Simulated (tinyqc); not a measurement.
On-chip power grid, static voltage drop by conjugate gradients: one step of the calculation.

A grid of 3 rows and 3 columns, node k = 3 row + column. Neighbours in a row are joined by Rx, in a column by Ry; pad nodes, which reach the supply through Rp: 0, 6. Each node draws I0, node 8 draws kh I0. The drops u = Vdd - V solve G u = i, with G the conductance matrix (1/Rp added on the diagonal at pad nodes).

Question. Conjugate-gradient step. q = G p; a = (r.r)/(p.q); u(new) = u + a p; r(new) = r - a q; b = (r.r)(new)/(r.r); p(new) = r(new) + b p.

Values chosen for this exercise: resistance of a horizontal segment Rx = 0.13 ohm; resistance of a vertical segment Ry = 0.21 ohm; resistance from a pad node to the supply Rp = 0.034 ohm.

u after iteration 1 (mV):
```
,col 0,col 1,col 2
row 0,0.47430000,0.47430000,0.47430000
row 1,0.47430000,0.47430000,0.47430000
row 2,0.47430000,0.47430000,0.47430000
```

r after iteration 1 (mA):
```
,col 0,col 1,col 2
row 0,-10.850000,3.100000,3.100000
row 1,3.100000,3.100000,3.100000
row 2,-10.850000,3.100000,3.100000
```

p after iteration 1 (mA):
```
,col 0,col 1,col 2
row 0,0.000000,13.950000,13.950000
row 1,13.950000,13.950000,13.950000
row 2,0.000000,13.950000,13.950000
```

Find: q; a; u after iteration 2; r after iteration 2; b; p after iteration 2.

Answer.

q (mA S):
```
,col 0,col 1,col 2
row 0,-173.74,107.31,0.00
row 1,132.86,0.00,0.00
row 2,-173.74,107.31,0.00
```

a = 0.062451 ohm

u after iteration 2 (mV):
```
,col 0,col 1,col 2
row 0,0.4743,1.3455,1.3455
row 1,1.3455,1.3455,1.3455
row 2,0.4743,1.3455,1.3455
```

r after iteration 2 (mA):
```
,col 0,col 1,col 2
row 0,0.0000,-3.6015,3.1000
row 1,-5.1971,3.1000,3.1000
row 2,0.0000,-3.6015,3.1000
```

b = 0.30190

p after iteration 2 (mA):
```
,col 0,col 1,col 2
row 0,0.0000,0.6101,7.3115
row 1,-0.9855,7.3115,7.3115
row 2,0.0000,0.6101,7.3115
```

Program tinyqc, `OMP_NUM_THREADS=1 python tinyqc.py 2770179 2770180 out.jsonl`; Intel Xeon 2.30GHz, shared host, one thread, about 0.2 s.
